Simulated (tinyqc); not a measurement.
Inside a calculation: metal-induced gap states at the contact of a metal chain and a two-band chain. Values are carried at full precision from step to step, so a last printed digit may differ when a step is redone from the rounded ones.

The semiconductor alternates sites A at -Eg/2 and C at +Eg/2 with hopping -t; the gap runs from -Eg/2 to Eg/2. In the gap cosh(q a) = 1 + (Eg^2/4 - E^2)/(2 t^2) and the amplitude changes by -exp(-q a) a period. The metal has site energy 0 and hopping -tm; its end site has g_m = (E - i sqrt(4 tm^2 - E^2))/(2 tm^2). Sites 1, 2, ... count into the semiconductor, with energies e1, e2 alternating. The clean half chain has g1 = 1/(E - e1 - t^2 g2), g2 = 1/(E - e2 - t^2 g1), decaying root. With the contact G11 = 1/(1/g1 - tc^2 g_m), and the density on site j is -Im G_jj/pi = |psi_j/psi_1|^2 (-Im G11/pi), per spin, with psi_2/psi_1 = -t g2, psi_3/psi_2 = -t g1.

Constants: e^2/(4 pi eps0) = 14.39964547 eV angstrom.

Values chosen for the exercise (gap and optical dielectric constant near those of SiO2; the chain itself is a model; not measured data): Eg = 9.09 eV (gap); t = 2.99 eV (hopping in the semiconductor); a = 3.1 angstrom (period (two sites); one chain for each area a^2); E = -1.16 eV (energy from mid-gap); tm = 3.64 eV (hopping in the metal); tc = 1.87 eV (hopping across the contact); end = A (site that touches the metal); eps = 2.3 (dielectric constant).

## Decay in the gap

Form cosh(q a), l = exp(-q a), q and the decay length 1/(2q) of the density.

cosh(q a) = 2.08005
l = 0.25615
q = 0.43935 1/angstrom
xi, the decay length of the density = 1.138 angstrom

## Green functions

The decaying root is g1 = (1 - l)/(E - e1), g2 = (1 - l)/(E - e2), l = exp(-q a). Form them, g_m and G11.

g1, g2 (1/eV): [0.21975, -0.13039]

g_m = -0.04377-0.27122i 1/eV
G11 = 0.20429-0.04119i 1/eV

## Density site by site

D1 = -Im G11/pi, D2 = (t g2)^2 D1, and each further period multiplies by l^2. The sum over all sites is (D1 + D2)/(1 - l^2). The Green functions stand in the order g1, g2.

density on sites 1 to 8 (1/eV): [0.01311, 0.00199, 0.00086, 0.00013, 0.00006, 0.00001, 0.00000, 0.00000]

Ds, the density per spin summed over the semiconductor = 0.01616 1/eV

The first period holds 93 % of the gap states at this energy.

## Pinning factor

Gap states per area N = 2 Ds/a^2 (two spins). Charge in them sits a distance xi from the metal, so S = 1/(1 + 4 pi e^2 N xi/eps), e^2 meaning e^2/(4 pi eps0); S is the change of the barrier per change of the metal work function.

N = 3.364e+13 1/(eV cm^2)
4 pi e^2 N xi/eps = 0.3012
S = 0.7685

Weak pinning, nearer the Schottky limit S = 1.

## Checks

- g1 from the closed form against decimation: both 0.219748.

Program tinyqc; command `OMP_NUM_THREADS=1 python tinyqc.py 1451921 1451922 out.jsonl`; about 0.01 s on one thread of a shared Intel(R) Xeon(R) Processor @ 2.30GHz.
